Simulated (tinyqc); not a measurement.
Empirical pseudopotential in a few plane waves, step by step. One step of it, computed by the program tinyqc.

Task: Bloch Hamiltonian at k. Basis: the 15 shortest G (labels in 2 pi/a), the same at every k. H(G,G') = c |k + G|^2 delta + VS(|G-G'|^2) cos((G-G').tau) + i VA sin((G-G').tau), tau = a/8 (1,1,1); 1 Ry = 13.605693 eV.

Parameters chosen for this model: fcc lattice, atoms at +/- a/8 (1,1,1); form factors in rydberg at |G|^2 in units of (2 pi/a)^2:
```
parameter                 value      unit
a                      5.790000  angstrom
VS(3)                 -0.222000        Ry
VS(8)                 -0.010000        Ry
VS(11)                 0.032000        Ry
VA(3)                  0.149000        Ry
VA(4)                  0.090000        Ry
VA(11)                 0.029000        Ry
hbar^2/2m (2 pi/a)^2   4.486685        eV
```

k point k (2 pi / a): [-0.170000, 0.420000, -0.130000]

Give: H(k) at k.

Result:

H(k) at k (eV), order +0+0+0, -1-1-1, -1-1+1, -1+1-1, -1+1+1, +1-1-1, +1-1+1, +1+1-1, +1+1+1, -2+0+0, +0-2+0, +0+0-2, +0+0+2, +0+2+0, +2+0+0:
```
[[0.997, 2.136+1.433i, -2.136+1.433i, -2.136+1.433i, -2.136-1.433i, -2.136+1.433i, -2.136-1.433i, -2.136-1.433i, 2.136-1.433i, 0.000+1.225i, 0.000+1.225i, 0.000+1.225i, 0.000-1.225i, 0.000-1.225i, 0.000-1.225i],
 [2.136-1.433i, 13.380, 0.000-1.225i, 0.000-1.225i, 0.136, 0.000-1.225i, 0.136, 0.136, 0.000, -2.136-1.433i, -2.136-1.433i, -2.136-1.433i, -0.308+0.279i, -0.308+0.279i, -0.308+0.279i],
 [-2.136-1.433i, 0.000+1.225i, 11.047, -0.136, 0.000-1.225i, -0.136, 0.000-1.225i, 0.000, 0.136, -2.136+1.433i, -2.136+1.433i, 0.308+0.279i, 2.136-1.433i, -0.308-0.279i, -0.308-0.279i],
 [-2.136-1.433i, 0.000+1.225i, -0.136, 20.918, 0.000-1.225i, -0.136, 0.000, 0.000-1.225i, 0.136, -2.136+1.433i, 0.308+0.279i, -2.136+1.433i, -0.308-0.279i, 2.136-1.433i, -0.308-0.279i],
 [-2.136+1.433i, 0.136, 0.000+1.225i, 0.000+1.225i, 18.585, 0.000, -0.136, -0.136, 0.000-1.225i, 2.136+1.433i, -0.308+0.279i, -0.308+0.279i, -2.136-1.433i, -2.136-1.433i, 0.308-0.279i],
 [-2.136-1.433i, 0.000+1.225i, -0.136, -0.136, 0.000, 10.329, 0.000-1.225i, 0.000-1.225i, 0.136, 0.308+0.279i, -2.136+1.433i, -2.136+1.433i, -0.308-0.279i, -0.308-0.279i, 2.136-1.433i],
 [-2.136+1.433i, 0.136, 0.000+1.225i, 0.000, -0.136, 0.000+1.225i, 7.996, -0.136, 0.000-1.225i, -0.308+0.279i, 2.136+1.433i, -0.308+0.279i, -2.136-1.433i, 0.308-0.279i, -2.136-1.433i],
 [-2.136+1.433i, 0.136, 0.000, 0.000+1.225i, -0.136, 0.000+1.225i, -0.136, 17.867, 0.000-1.225i, -0.308+0.279i, -0.308+0.279i, 2.136+1.433i, 0.308-0.279i, -2.136-1.433i, -2.136-1.433i],
 [2.136+1.433i, 0.000, 0.136, 0.136, 0.000+1.225i, 0.136, 0.000+1.225i, 0.000+1.225i, 15.534, -0.308-0.279i, -0.308-0.279i, -0.308-0.279i, -2.136+1.433i, -2.136+1.433i, -2.136+1.433i],
 [0.000-1.225i, -2.136+1.433i, -2.136-1.433i, -2.136-1.433i, 2.136-1.433i, 0.308-0.279i, -0.308-0.279i, -0.308-0.279i, -0.308+0.279i, 21.995, -0.136, -0.136, 0.136, 0.136, 0.000],
 [0.000-1.225i, -2.136+1.433i, -2.136-1.433i, 0.308-0.279i, -0.308-0.279i, -2.136-1.433i, 2.136-1.433i, -0.308-0.279i, -0.308+0.279i, -0.136, 11.406, -0.136, 0.136, 0.000, 0.136],
 [0.000-1.225i, -2.136+1.433i, 0.308-0.279i, -2.136-1.433i, -0.308-0.279i, -2.136-1.433i, -0.308-0.279i, 2.136-1.433i, -0.308+0.279i, -0.136, -0.136, 21.277, 0.000, 0.136, 0.136],
 [0.000+1.225i, -0.308-0.279i, 2.136+1.433i, -0.308+0.279i, -2.136+1.433i, -0.308+0.279i, -2.136+1.433i, 0.308+0.279i, -2.136-1.433i, 0.136, 0.136, 0.000, 16.611, -0.136, -0.136],
 [0.000+1.225i, -0.308-0.279i, -0.308+0.279i, 2.136+1.433i, -2.136+1.433i, -0.308+0.279i, 0.308+0.279i, -2.136+1.433i, -2.136-1.433i, 0.136, 0.000, 0.136, -0.136, 26.481, -0.136],
 [0.000+1.225i, -0.308-0.279i, -0.308+0.279i, -0.308+0.279i, 0.308+0.279i, 2.136+1.433i, -2.136+1.433i, -2.136+1.433i, -2.136-1.433i, 0.000, 0.136, 0.136, -0.136, -0.136, 15.893]]
```
